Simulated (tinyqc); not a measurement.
Inside a calculation. Method: Luttinger-Kohn k.p, four valence bands. One step of it, computed by the program tinyqc.

Task: Levels at k. Diagonalise the Hermitian matrix.

H(k) at k (eV), lower triangle (Hermitian):
```
                      3/2                 1/2                -1/2      -3/2
3/2              0.105354
1/2   -0.008193-0.026629i            0.124662
-1/2   0.004160-0.005326i            0.000000            0.124662
-3/2             0.000000  0.004160-0.005326i  0.008193+0.026629i  0.105354
```

Give: eigenvalues.

Result:

eigenvalues (eV): 0.085  0.085  0.145  0.145
